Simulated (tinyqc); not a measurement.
Comparisons within one model: six-band Luttinger-Kohn model with strain. A value that a table varies takes the place of the one given here.

Six-band Luttinger-Kohn model in the basis |3/2,3/2>, |3/2,1/2>, |3/2,-1/2>, |3/2,-3/2>, |1/2,1/2>, |1/2,-1/2>, electron energies, zero at the top of the unstrained valence band. H = -[rows: (P+Q, -S, R, 0, -S/r2, r2 R); (-S*, P-Q, 0, R, -r2 Q, r32 S); (R*, 0, P-Q, S, r32 S*, r2 Q); (0, R*, S*, P+Q, -r2 R*, -S*/r2); (-S*/r2, -r2 Q, r32 S, -r2 R, P+Dso, 0); (r2 R*, r32 S*, r2 Q, -S/r2, 0, P+Dso)], r2 = sqrt(2), r32 = sqrt(3/2). Levels are twofold.

P = c g1 k^2 - av tr(e); Q = c g2 (kx^2 + ky^2 - 2 kz^2) - (b/2)(exx + eyy - 2 ezz); R = c sqrt3 [-g2 (kx^2 - ky^2) + 2i g3 kx ky] + (sqrt3/2) b (exx - eyy) - i d exy; S = 2 c sqrt3 g3 (kx - i ky) kz - d (exz - i eyz); c = hbar^2/2m0, e the strain tensor (not engineering shear).

s11 = (C11 + C12)/((C11 - C12)(C11 + 2 C12)), s12 = -C12/((C11 - C12)(C11 + 2 C12)), s44 = 1/C44; exx = s11 sxx + s12 (syy + szz) and cyclic, exy = s44 sxy/2; tension is positive. A uniaxial stress X along the unit vector n is s_ij = X n_i n_j.

Constants: hbar^2/2m0 = 3.80998211 eV angstrom^2.

Values chosen for the exercise (near those of Ge; the results hold for these values, not for the real material): Dso = 0.29 eV (spin-orbit splitting); g1 = 13.55 (Luttinger gamma1); g2 = 4.29 (gamma2); g3 = 5.69 (gamma3); av = 1.21 eV (valence hydrostatic potential); b = -2.67 eV (tetragonal shear potential); d = -5.48 eV (trigonal shear potential); C11 = 130.2 GPa; C12 = 50 GPa; C44 = 70.5 GPa; load = biaxial (001) (kind of stress); X1 = 1.2 GPa (size of the stress); E_h = 60 meV (hole energy below the top); X = -1.41 GPa (stress).

## Sweep of a biaxial (001) stress

Edges at k = 0 and curvature masses of the top pair along [100] and [001] (step 0.0002 1/angstrom); at zero stress the top is fourfold and has no single curvature.

Edges and masses:
```
X (GPa)  top (eV)  second (eV)  third (eV)  splitting (meV)  m [100]  m [001]
-1.50      0.0342      -0.0465     -0.3250             80.6    0.056    0.201
-1.00      0.0228      -0.0354     -0.3089             58.2    0.056    0.201
-0.50      0.0114      -0.0199     -0.2973             31.3    0.056    0.201
0.00       0.0000       0.0000     -0.2900              0.0        -        -
0.50       0.0237      -0.0114     -0.2865             35.1    0.120    0.042
1.00       0.0505      -0.0228     -0.2862             73.3    0.131    0.039
1.50       0.0798      -0.0342     -0.2883            114.0    0.141    0.038
```

The splitting reaches 80.6 meV under compression and 114.0 meV under the same tension; linear shear terms alone would make the two equal, and the difference comes from the coupling to the split-off band. At the ends of the sweep the top pair has a mass along [100] of 0.056 under compression and 0.141 under tension, so compression gives the lighter holes along [100]; along [001] it has 0.201 and 0.038. The top edge itself moves by +34 and +80 meV.

## Which stress helps holes along [110]

Each load has size X1 (biaxial: sxx = syy); masses are curvatures of the top pair at k = 0.

Results:
```
load                         splitting (meV)  top edge (meV)  m [110]  m [001]
uniaxial [110], compression             66.3            29.8    0.036    0.143
uniaxial [110], tension                 55.4            37.5    0.288    0.049
uniaxial [100], compression             89.3            43.0    0.060    0.135
uniaxial [100], tension                 67.7            46.3    0.088    0.056
uniaxial [111], compression             58.4            25.1    0.048    0.074
uniaxial [111], tension                 48.5            33.2    0.127    0.074
biaxial (001), compression              67.7            27.3    0.056    0.201
biaxial (001), tension                  89.3            62.0    0.135    0.039
```

The lightest mass along [110] (0.036) comes with uniaxial [110], compression. The largest splitting (89.3 meV) comes with uniaxial [100], compression; biaxial (001), tension. The heaviest mass along [001] (0.201), which lowers the confinement energy in a (001) channel, comes with biaxial (001), compression. The splitting per GPa follows b (s11 - s12) for loads along cube axes and d s44 for [111]: here 2 |b| (s11 - s12) = 66.6 and |d| s44/sqrt3 = 44.9 meV per GPa in the limit of large Dso; where the splitting nears Dso, mixing with the split-off band makes it depend on the sign of the load.

## Warping of the constant-energy contours (six-band Luttinger-Kohn model)

No strain (e = 0). In the plane kz = 0, |k| where the top and second pairs lie E_h below the top, against the angle from [100]; m = c k^2/E_h.

Contours:
```
angle (degrees)  k top (1/angstrom)  k second (1/angstrom)  m top (m0)  m second (m0)
0                            0.0563                 0.0277       0.201          0.049
9                            0.0577                 0.0276       0.211          0.048
18                           0.0619                 0.0273       0.243          0.047
27                           0.0690                 0.0270       0.302          0.046
36                           0.0782                 0.0268       0.388          0.046
45                           0.0836                 0.0267       0.444          0.045
```

The heavy contour reaches 1.485 times as far along [110] as along [100], the light one 0.966 times. The warping follows g3 - g2 = 1.40 and would vanish for g2 = g3. Along [100] the heavy mass is 1/(g1 - 2 g2) = 0.201 at any energy, while the light one is 0.0487, against 1/(g1 + 2 g2) = 0.0452 at the edge, for E_h/Dso = 0.21.

## What each parameter does

Edges at k = 0 under a biaxial (001) stress X and the curvature mass of the top pair along [100] (step 0.0002 1/angstrom). Each row changes one parameter from the base and keeps the others.

Results:
```
case              top (eV)  second (eV)  third (eV)  mass (m0)
base                0.0321      -0.0448     -0.3218      0.056
C12 = 40 GPa        0.0255      -0.0447     -0.3196      0.056
C11 = 104.16 GPa    0.0528      -0.0488     -0.3442      0.056
X = -1.692 GPa      0.0385      -0.0495     -0.3324      0.056
b = -3.204 eV       0.0415      -0.0466     -0.3294      0.056
g3 = 4.552          0.0321      -0.0448     -0.3218      0.056
g1 = 16.26          0.0321      -0.0448     -0.3218      0.049
Dso = 0.232 eV      0.0321      -0.0404     -0.2682      0.056
```

The largest shifts from the base row, up to three for each result and ties (the steps differ in size, so this ranks the rows, not the parameters). top (eV): C11 +0.0207, b +0.0094, C12 -0.0066; unchanged at the printed digits by g3, g1 and Dso. second (eV): X -0.0047, Dso +0.0044, C11 -0.0039; unchanged at the printed digits by g3 and g1. third (eV): Dso +0.0536, C11 -0.0224, X -0.0106; unchanged at the printed digits by g3 and g1. mass (m0): g1 -0.007; unchanged at the printed digits by C12, C11, X, b, g3 and Dso. The Luttinger parameters multiply k^2 and cannot move the edges; av shifts all edges alike and leaves the mass.

tinyqc: `OMP_NUM_THREADS=1 python tinyqc.py 1050168 1050169 out.jsonl`; about 0.03 s, one thread, shared Intel(R) Xeon(R) Processor @ 2.30GHz.
